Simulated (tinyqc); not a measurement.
# Changing the anneal time t

Model: equilibrium and kinetic segregation of a solute to boundaries and growing surfaces. Computed by tinyqc, a small Python program. Command: `OMP_NUM_THREADS=1 python tinyqc.py 3022124 3022125 out.jsonl segreg sweep`. One thread of a shared host (Intel(R) Xeon(R) Processor @ 2.30GHz), about 0.01 s of CPU time with the checks.

Inputs (values chosen for the exercise, for a model alloy):

| quantity | value | unit |
|---|---|---|
| segregation energy Q | 0.347 | eV |
| interaction z w (positive attracts) | -0.069 | eV |
| total solute fraction x0 | 0.00011 | - |
| temperature T | 1175 | K |
| grain size d | 25 | nm |
| boundary thickness delta | 0.73 | nm |
| bulk diffusivity D | 2.2e-19 | m^2/s |
| mixing | 0.5 | - |

Isotherm: Fowler-Guggenheim.

Constants: k_B = 8.617333262e-05 eV/K.

Method:
- With theta the solute fraction on boundary sites and x that in the grains, theta/(1 - theta) = [x/(1 - x)] exp[(Q + z w theta)/(k_B T)].
- The coverage theta_inf is that for x = x0. Start at theta = 0; theta(new) = theta + mixing (theta(out) - theta); stop below 1e-10, 80 steps at most.
- McLean kinetics from a uniform start, fed from both sides, with a constant enrichment beta = theta_inf/x0: (theta - x0)/(theta_inf - x0) = 1 - exp(s^2) erfc(s), s = 2 sqrt(D t)/(beta delta); half filling at s = 0.7691, t = (0.7691 beta delta/2)^2/D. D is an input and does not follow T.

One run for each value:

| anneal time t (s) | degree of filling | s |
|---|---|---|
| 7.7 | 0.1190 | 0.12 |
| 32 | 0.2202 | 0.24 |
| 130 | 0.3732 | 0.48 |
| 550 | 0.5681 | 0.98 |
| 2300 | 0.7460 | 2.01 |
| 40000 | 0.9333 | 8.39 |
| 170000 | 0.9675 | 17.31 |
| 690000 | 0.9838 | 34.87 |

Give the missing row, anneal time t (s) = 9600.

Computed row:
```
anneal time t (s)  degree of filling     s
9600                          0.8666  4.11
```

Interpolating between the two neighbouring rows (the first column on a logarithmic scale, the others too where they are positive) misses most in degree of filling, by 3.7 %. Over the rows, degree of filling rises from 0.119 to 0.984 (exponent d ln y / d ln x 0.43 between the first rows and 0.012 between the last); s rises from 0.116 to 34.9 (exponent d ln y / d ln x about 0.50 throughout).

Caution (all rows): half of theta_inf exceeds the equilibrium coverage of grains of this size, so half filling is never reached in them. Caution (rows 550, 2300, 9600, 40000, 170000, 690000): sqrt(D t) reaches across the grain, so the semi-infinite solution overstates the filling.

Extremes, crossings and ranges named in words are read from the listed rows.
